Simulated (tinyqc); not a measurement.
Inside a calculation: conduction-band anticrossing with a localised impurity level. Values are carried at full precision from step to step, so a last printed digit may differ when a step is redone from the rounded ones.

Host conduction band EM(k) = Eg - al x + c k^2/mM, c = hbar^2/2m0, coupled to a flat level EI by V = C sqrt(x): H = [[EM, V], [V, EI]], E+/- = (EM + EI)/2 +/- sqrt((EM - EI)^2/4 + V^2). The host weight of a state at E is f = 1/(1 + V^2/(E - EI)^2), and its mass at k = 0 is mM/f. The gap is E-(0), the valence top staying at 0.

Constants: hbar^2/2m0 = 3.80998211 eV angstrom^2.

Values chosen for the exercise (host near InP; the results hold for these values, not for the real material):
- Eg = 1.434 eV (gap at Gamma to the s-like level)
- mM = 0.0786 m0 (mass of the host band)
- EI = 1.596 eV (impurity level, from the valence top of the host)
- C = 2.06 eV (coupling)
- al = 0.36 eV (linear shift of the host edge)
- x = 0.0027 (impurity fraction)
- k = 0.041 1/angstrom (wave vector)

## The two levels at k = 0

Give EM, V, both levels, their host weights, the gap and the mass of the band at the gap.

EM(0) = 1.4330 eV
V = 0.1070 eV

E-, E+ (eV): [1.3800, 1.6490]

host weights: [0.8029, 0.1971]

gap = 1.3800 eV
mass of E- = 0.0979 m0

The gap is 54 meV below that of the host, 200 meV per 1 % of impurity. V/|EM - EI| = 0.66; second-order perturbation theory would shift the host level by V^2/(EM - EI) = -70 meV, the exact shift is -53 meV.

## The levels at one k

Fill in the matrix and give levels and weights.

H (eV), rows host, impurity and columns alike:
```
[[1.5145, 0.1070],
 [0.1070, 1.5960]]
```

E-, E+ (eV): [1.4407, 1.6698]

host weights: [0.6779, 0.3221]

## Dispersion

Seven points from k = 0 to 0.12 1/angstrom.

Levels (eV):
```
k (1/angstrom)      EM      E-      E+  host weight of E-
0.000           1.4330  1.3800  1.6490              0.803
0.020           1.4524  1.3953  1.6531              0.779
0.040           1.5106  1.4380  1.6685              0.685
0.060           1.6075  1.4946  1.7090              0.473
0.080           1.7433  1.5397  1.7995              0.217
0.100           1.9178  1.5636  1.9501              0.084
0.120           2.1310  1.5754  2.1517              0.036
```

E- flattens towards EI = 1.596 eV, which it cannot cross: its width is bounded by 0.216 eV, of which 90 % is used up at the last point. The unmixed host band crosses EI at k = 0.0580 1/angstrom, where the splitting is smallest, 2V = 0.214 eV.

## Checks

- Closed form against diagonalisation: they agree to 1e-10 or better.
- Mass mM/f against the curvature of the band: both 0.09790.

tinyqc: `OMP_NUM_THREADS=1 python tinyqc.py 1080599 1080600 out.jsonl`; about 0.01 s, one thread, shared Intel(R) Xeon(R) Processor @ 2.30GHz.
